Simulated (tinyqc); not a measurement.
Gain factor and gap resistance from two string resistances.

Question. At small bit-line voltage each of the 64 cells has the resistance 1/(K x) at overdrive x (no mobility reduction) in series with a gap resistance Rg. Find K, Rg and the share of the gaps at the higher overdrive.

resistance of a string of 64 equal cells at overdrives of 4.4 and 8.6 V (kohm): [1469.5140, 823.73277]

Answer. The resistance per cell is a straight line in 1/x with slope 1/K and intercept Rg.

K = 11.00 uA/V^2
Rg = 2.300 kohm
share of the gaps = 17.87 %

Numbers from tinyqc (`OMP_NUM_THREADS=1 python tinyqc.py 2142084 2142085 out.jsonl`; about 0.6 s on one thread of a shared Intel Xeon 2.30GHz).
